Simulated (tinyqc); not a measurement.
# Threshold switch as oscillator and as selector in a crossbar: frequency against load

Off state: I = Ith sinh(V/V0)/sinh(Vth/V0) up to Vth. On state: V = Vh + I Ron down to the holding current Ih, at Vl = Vh + Ih Ron. Switching is instantaneous.

With a load RL from Vs and C across the switch, it oscillates if the load line misses both branches: (Vs - Vl)/Ih < RL < (Vs - Vth)/Ith. Charging without leakage takes RL C ln[(Vs - Vl)/(Vs - Vth)]; discharging takes (RL || Ron) C ln[(Vth - Ve)/(Vl - Ve)], Ve = (Vs Ron + Vh RL)/(Ron + RL). Here the charging time includes the off-state leakage: the integral of C dV/[(Vs - V)/RL - I(V)].

Values chosen for this exercise; values of the order of Ge-Sb-Te and related chalcogenides:
```
symbol,value,unit,meaning
Vth,3.1,V,threshold voltage
Vh,1.11,V,holding voltage
Ron,2.1,kohm,on-state resistance
Ith,0.13,uA,current at threshold
V0,0.17,V,voltage scale of the off-state sinh
Ih,11,uA,holding current
C,9.1,fF,capacitance across the switch
Vs,3.76,V,supply voltage
```

Frequency against load:
```
RL (kohm)	charging, no leakage (ns)	charging (ns)	discharging (ns)	frequency (MHz)
330	4.148	4.184	0.1090	232.9
460	5.782	5.853	0.09867	168.0
640	8.045	8.185	0.09375	120.8
890	11.19	11.47	0.09090	86.52
1200	15.08	15.61	0.08923	63.68
1700	21.37	22.51	0.08793	44.25
2400	30.17	32.71	0.08708	30.49
3300	41.48	47.28	0.08653	21.11
4600	57.82	76.58	0.08613	13.04
```

The frequency falls from 233 to 13.0 MHz, as RL^(-0.98) between the first two rows and RL^(-1.45) between the last two. Leakage lengthens the charging by 0.87 % in the first row and 32 % in the last; the period diverges at RL = 5080 kohm. In every row the discharge is shorter than 0.5 ns, comparable to real switching delays.

Range of the model: Delay times, drift of Vth and line resistance are left out.

Numbers from tinyqc (`OMP_NUM_THREADS=1 python tinyqc.py 2490124 2490125 out.jsonl`; about 0.01 s on one thread of a shared Intel Xeon 2.30GHz).
